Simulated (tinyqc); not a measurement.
Thermal stress, cracking, delamination and buckling of a thin film; Griffith cracks and misfitting inclusions. Changing the deposition temperature T_d. Computed by tinyqc, a small Python program. Command: `OMP_NUM_THREADS=1 python tinyqc.py 3030297 3030298 out.jsonl filmcrack sweep`. One thread of a shared host (Intel(R) Xeon(R) Processor @ 2.30GHz), about 0.01 s of CPU time with the checks.

Isotropic linear elasticity; the substrate is much thicker than the film; stress is positive in tension.

Inputs (values chosen for the exercise, for a model film):

| quantity | value | unit |
|---|---|---|
| film Young's modulus E | 83.3 | GPa |
| film Poisson ratio nu | 0.33 | - |
| film expansion alpha_f | 22.4 | 1e-6/K |
| substrate expansion alpha_s | 3 | 1e-6/K |
| final temperature T | 300 | K |
| intrinsic stress | 340 | MPa |
| film thickness h | 2 | micrometre |
| substrate Young's modulus E_s | 145 | GPa |
| substrate Poisson ratio nu_s | 0.26 | - |
| inclusion radius R | 1.1 | micrometre |

Inclusion: long cylinder (a filled via).

Method. Thermal strain = (alpha_f - alpha_s)(T_d - T); stress = E/(1 - nu) x strain + intrinsic stress; plane-strain modulus Ebar = E/(1 - nu^2); G0 = stress^2 h/(2 Ebar) is the energy freed per area when a long strip loses its stress across its width. Film material fills a long cylinder of radius R in the substrate, with the misfit e = thermal strain (it wants to shrink if e > 0). With the axial strain held by the substrate, s0 = (1 + nu) e/[(1 + nu)(1 - 2 nu)/E + (1 + nu_s)/E_s]; inside s_rr = s_tt = s0 and s_zz = E e + 2 nu s0; outside s_rr = s0 (R/r)^2, s_tt = -s_rr. Keep-out radius: where |s_rr| falls to 10 MPa (R if it is lower at the wall).

One run for each value:

| deposition temperature T_d (K) | film stress (MPa) | G0 (J/m^2) | radial stress at the wall s0 (MPa) | keep-out radius (micrometre) |
|---|---|---|---|---|
| 350 | 461 | 2.27 | 91.4 | 3.33 |
| 411 | 608 | 3.95 | 202.9 | 4.95 |
| 472 | 755 | 6.10 | 314.3 | 6.17 |
| 534 | 904 | 8.75 | 427.7 | 7.19 |
| 595 | 1052 | 11.83 | 539.1 | 8.08 |
| 656 | 1199 | 15.37 | 650.6 | 8.87 |
| 718 | 1348 | 19.44 | 763.9 | 9.61 |
| 779 | 1495 | 23.92 | 875.4 | 10.29 |
| 840 | 1642 | 28.86 | 986.9 | 10.93 |

Over the rows, film stress (MPa) rises from 461 to 1640 (exponent d ln y / d ln x 1.7 between the first rows and 1.2 between the last); G0 (J/m^2) rises from 2.27 to 28.9 (exponent d ln y / d ln x 3.5 between the first rows and 2.5 between the last); radial stress at the wall s0 (MPa) rises from 91.4 to 987 (exponent d ln y / d ln x 5.0 between the first rows and 1.6 between the last). The stress changes by 2.41 MPa per kelvin, E (alpha_f - alpha_s)/(1 - nu).

Caution (all rows): at a stress above 0.4 % of E a ductile film would yield, and the elastic value is then an upper bound; a brittle film in tension cracks instead.

Extremes, crossings and ranges named in words are read from the listed rows.
